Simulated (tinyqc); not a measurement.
# Thermoelectric coefficients of a parabolic band, Landauer integrals: two studies

Bulk parabolic band, x = (E - Ec)/kB T, C = hbar^2/(2 m0), kB T in eV. Modes per area gv m kB T x/(4 pi C) times the back-scattering length l0 x^rr give the transport function s0 X(x), s0 = (2 q^2/h) gv m kB T l0/(4 pi C), X = x^(1 + rr). I_k = int X (x - eta)^k w dx, w = 1/(4 cosh^2((x - eta)/2)).

Values chosen for this exercise:
```
symbol,value,unit,meaning
T,700,K,temperature
m,0.73,m0,mass of one valley
gv,1,,valleys
l0,33,nm,back-scattering length at x = 1
rr,0,,energy exponent of that length
kL,0.6,W/(m K),lattice thermal conductivity
```

Constants: q = 1.602176634e-19 C, kB = 1.380649e-23 J/K, hbar = 1.054571817e-34 J s, h = 6.62607015e-34 J s, m0 = 9.1093837015e-31 kg, Vt = kB T/q, hbar^2/(2 m0) = 0.0380998212 eV nm^2. Results are converted to the units shown.

Each table varies one quantity; the others keep the values above.

## Effect of the Fermi level

sigma = s0 I_0, S = -(kB/q) I_1/I_0, Lorenz number L = (kB/q)^2 [I_2/I_0 - (I_1/I_0)^2], kappa_e = L sigma T. Power factor S^2 sigma, ZT = S^2 sigma T/(kappa_e + kL). The integrals are converged.

Effect of the Fermi level:

| eta | sigma (S/cm) | S (uV/K) | kappa_e (W/(m K)) | power factor (mW/(m K^2)) | ZT |
|---|---|---|---|---|---|
| -4 | 42.68 | -517.8 | 0.04447 | 1.144 | 1.243 |
| -3.2 | 93.96 | -449.8 | 0.09817 | 1.901 | 1.906 |
| -2.4 | 204.2 | -382.9 | 0.2146 | 2.995 | 2.573 |
| -1.6 | 432.5 | -318.3 | 0.4599 | 4.382 | 2.894 |
| -0.8 | 872.7 | -257.9 | 0.9493 | 5.806 | 2.623 |
| 0 | 1630 | -204.5 | 1.840 | 6.817 | 1.955 |
| 0.8 | 2754 | -160.3 | 3.274 | 7.081 | 1.279 |
| 1.6 | 4195 | -126.1 | 5.292 | 6.671 | 0.7926 |
| 2.4 | 5848 | -100.6 | 7.817 | 5.922 | 0.4925 |
| 3.2 | 7619 | -81.95 | 10.72 | 5.117 | 0.3166 |
| 4 | 9449 | -68.22 | 13.85 | 4.397 | 0.2130 |

What does the table show?

sigma rises from 42.7 to 9450 S/cm, and S rises from -518 to -68.2 uV/K. Among the rows the power factor is largest at eta = 0.8 and ZT, 2.89, at eta = -1.6, where S = -318 uV/K. ZT peaks at a lower eta than the power factor because kappa_e grows with sigma.

## Best figure of merit against the lattice conductivity

Same model as above.

For each row eta is chosen to maximise ZT; B = (kB/q)^2 s0 T/kL.

Best figure of merit against the lattice conductivity:

| kL (W/(m K)) | B | best eta | best ZT | S there (uV/K) |
|---|---|---|---|---|
| 0.12 | 10.19 | -2.697 | 6.353 | -407.6 |
| 0.27 | 4.527 | -2.108 | 4.388 | -359.0 |
| 0.59 | 2.072 | -1.570 | 2.922 | -316.0 |
| 1.3 | 0.9403 | -1.063 | 1.828 | -277.1 |
| 2.8 | 0.4366 | -0.613 | 1.090 | -244.7 |
| 6.1 | 0.2004 | -0.214 | 0.6048 | -217.9 |
| 13 | 0.09403 | 0.103 | 0.3220 | -198.3 |
| 29 | 0.04215 | 0.348 | 0.1567 | -184.1 |

Read the table: what changes, and by how much?

As B falls from 10.2 to 0.0422, the best ZT falls from 6.35 to 0.157, as B^(0.46) between the first two rows and B^(0.90) between the last two; the best eta moves from -2.70 to 0.35, towards the optimum of the power factor, since kappa_e matters less when kL is large.

Range of the model: Parabolic bands, elastic scattering and a fixed kL make these model figures, not those of a material.

Program tinyqc, `OMP_NUM_THREADS=1 python tinyqc.py 2800037 2800038 out.jsonl`; Intel Xeon 2.30GHz, shared host, one thread, about 0.07 s.
